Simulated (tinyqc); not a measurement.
From results back to parameters: k.p values derived from sp3s* tight binding at Gamma. Three cases, with inputs chosen for the exercise.

Problem. The electron mass obeys m0/m = A + Ep/EG, where A gathers the direct term and the higher bands, and Ep = P^2/c with c = hbar^2/2m0, P = (a/4)(sa pc Vsapc + sc pa Vscpa). The mass comes from a hidden Vscpa (s cation, p anion); sa, sc are the anion and cation parts of S+, the upper s level at Gamma, and pa, pc those of P-, the lower p level (P+ is the upper one).

Constants: hbar^2/2m0 = 3.80998211 eV angstrom^2.

Find: Ep; Vscpa.

Method. Ep = (m0/m - A) EG gives |P|; both terms of P have the sign of sc pa, and the linear relation gives Vscpa. A is held fixed, though its part from P+ also depends on Vscpa.

Case 1.

Values chosen (out of a larger set: near a published set for SiC, fitted to gaps, whose masses and valley positions are rough; not measured data): a = 4.357 angstrom (lattice constant); Vsapc = 9.484 eV (s anion, p cation).

m = 0.4795072 m0
A = -2.46938
EG = 5.917640 eV

sa, sc, pa, pc: 0.653976  -0.756516  0.818415  -0.574627

Solution.

Ep = 26.95 eV
Vscpa = 9.27 eV

Case 2.

Values chosen (out of a larger set: near a published set for GaSb, fitted to gaps, whose masses and valley positions are rough; not measured data): a = 6.099 angstrom (lattice constant); Vsapc = 4.961 eV (s anion, p cation).

m = 0.0648395 m0
A = -1.95939
EG = 0.771147 eV

sa, sc, pa, pc: 0.605244  -0.796040  0.879349  -0.476178

Solution.

Ep = 13.40 eV
Vscpa = 4.65 eV

Case 3.

Values chosen (out of a larger set: near a published set for SiC, fitted to gaps, whose masses and valley positions are rough; not measured data): a = 4.359 angstrom (lattice constant); Vsapc = 9.536 eV (s anion, p cation).

m = 0.5011731 m0
A = -2.56849
EG = 5.893331 eV

sa, sc, pa, pc: 0.653912  -0.756571  0.819928  -0.572467

Solution.

Ep = 26.90 eV
Vscpa = 9.22 eV

Computed by tinyqc, one run a case: `OMP_NUM_THREADS=1 python tinyqc.py N N+1 out.jsonl` with N = 1451508, 1451528, 1451539; one thread of a shared Intel(R) Xeon(R) Processor @ 2.30GHz, about 0.01 s a run at most.
